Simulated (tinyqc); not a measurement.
Rate against the binding of B: microkinetic model of a Langmuir-Hinshelwood surface reaction A + (1/2) B2 = AB with Bronsted-Evans-Polanyi barriers. Computed by tinyqc, a small Python program. Command: `OMP_NUM_THREADS=1 python tinyqc.py 3028314 3028315 out.jsonl microkin walk`. One thread of a shared host (Intel(R) Xeon(R) Processor @ 2.30GHz), about 0.01 s of CPU time with the checks.

A adsorbs in equilibrium; B2 dissociates irreversibly on two free sites; adsorbed A and B react irreversibly and AB leaves at once. theta_A + theta_B + theta_* = 1.

Inputs (values chosen for the exercise, for a model catalyst):

| quantity | value | unit |
|---|---|---|
| adsorption energy of A, E_A | -0.746 | eV |
| entropy loss of A, S_A | 1.6 | meV/K |
| entropy loss of B2, S_B | 1.6 | meV/K |
| slope a1 of the dissociation barrier | 0.53 | - |
| intercept b1 | 1.5 | eV |
| slope a2 of the reaction barrier | 0.35 | - |
| intercept b2 | 0.18 | eV |
| pressure p_A | 0.6 | bar |
| pressure p_B | 0.012 | bar |
| temperature T | 775 | K |

Constants: k_B = 8.617333262e-05 eV/K; hbar = 6.582119569e-16 eV s.

Method. K_A = exp(-(E_A + T S_A)/(k_B T)) per bar; barriers E1 = max(b1 + a1 2 E_B, 0), E2 = b2 - a2 (E_A + E_B); k1 = (k_B T/h) exp(-S_B/k_B) exp(-E1/(k_B T)) per bar, k2 = (k_B T/h) exp(-E2/(k_B T)), h = 2 pi hbar. theta_A = K_A p_A theta_*; 2 k1 p_B theta_*^2 = k2 theta_A theta_B, so theta_B = w theta_* with w = 2 k1 p_B/(k2 K_A p_A); theta_* = 1/(1 + K_A p_A + w); rate r = k2 theta_A theta_B.

Changing E_B at fixed E_A:

| E_B (eV) | E1 (eV) | E2 (eV) | theta_* | theta_A | theta_B | log10 r |
|---|---|---|---|---|---|---|
| -2.40 | 0 | 1.2811 | 0.00822 | 3.0223e-06 | 9.9178e-01 | -0.6460 |
| -2.10 | 0 | 1.1761 | 0.03837 | 1.4116e-05 | 9.6161e-01 | 0.6927 |
| -1.80 | 0 | 1.0711 | 0.16123 | 5.9312e-05 | 8.3871e-01 | 1.9396 |
| -1.50 | 0 | 0.9661 | 0.48072 | 1.7685e-04 | 5.1910e-01 | 2.8885 |
| -1.25 | 0.175 | 0.8786 | 0.97889 | 3.6011e-04 | 2.0752e-02 | 2.3681 |
| -1.00 | 0.440 | 0.7911 | 0.99952 | 3.6770e-04 | 1.0810e-04 | 0.6630 |
| -0.75 | 0.705 | 0.7036 | 0.99963 | 3.6774e-04 | 5.5157e-07 | -1.0602 |
| -0.50 | 0.970 | 0.6161 | 0.99963 | 3.6774e-04 | 2.8140e-09 | -2.7835 |
| -0.25 | 1.235 | 0.5286 | 0.99963 | 3.6774e-04 | 1.4356e-11 | -4.5068 |
| 0.00 | 1.500 | 0.4411 | 0.99963 | 3.6774e-04 | 7.3239e-14 | -6.2300 |

What does the comparison show, and why?

The rate is highest at E_B = -1.5 eV among these rows, where theta_B = 0.52. On the weak-binding side log10 r falls by 6.9 per eV, from the dissociation barrier (2 a1/(k_B T ln 10) = 6.9). On the strong-binding side B fills the surface and the rate falls again: the Sabatier volcano.

Extremes, crossings and ranges named in words are read from the listed rows.
